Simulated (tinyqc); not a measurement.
Precursor delivery and alloy composition in metal-organic vapour-phase epitaxy: one step, computed by the program tinyqc. Command: `OMP_NUM_THREADS=1 python tinyqc.py 3007067 3007068 out.jsonl movpe walk`. One thread of a shared host (Intel(R) Xeon(R) Processor @ 2.30GHz), about 0.01 s of CPU time with the checks.

Carrier gas leaves each bubbler saturated. Group-III species cross a boundary layer and react at the surface; element 2 can also desorb. The film is (1)_(1-x) (2)_x V with a zinc-blende cell.

Question. Molar flows. Temperatures in kelvin are T(C) + 273.15. Vapour pressure p_v = 10^(a - b/T); precursor flow = carrier flow x p_v/(p_b - p_v); 1 sccm = 44.615 micromol/min; V/III = hydride flow over the sum of both; gas share x_g = F2/(F1 + F2).

Inputs (values chosen for the exercise, close to those used for AlGaAs from TMAl and TMGa): source 1: a in log10(p/torr) = a - b/T = 8.22; source 1: b = 2134 K; source 1: bath temperature = 23 C; source 1: carrier flow = 3.4 sccm; source 2: a = 8.07; source 2: b = 1703 K; source 2: bath temperature = -3 C; source 2: carrier flow = 8.5 sccm; bubbler pressure p_b = 760 torr; group-V hydride flow = 69 sccm.

Give: vapour pressures; molar flows; V/III ratio; gas share x_g.

Answer.

vapour pressures (torr): source 1 10.33, source 2 58.36

molar flows (micromol/min): F1 2.091, F2 31.54

V/III ratio = 91.53

gas share x_g = 0.9378

The slope of F2 with the temperature of bath 2 is b ln(10)/T^2 x p_b/(p_b - p_v) = 5.8 % per kelvin. Caution: trimethylaluminium is largely a dimer in the vapour, which would double its metal flow; it is counted as a monomer here.
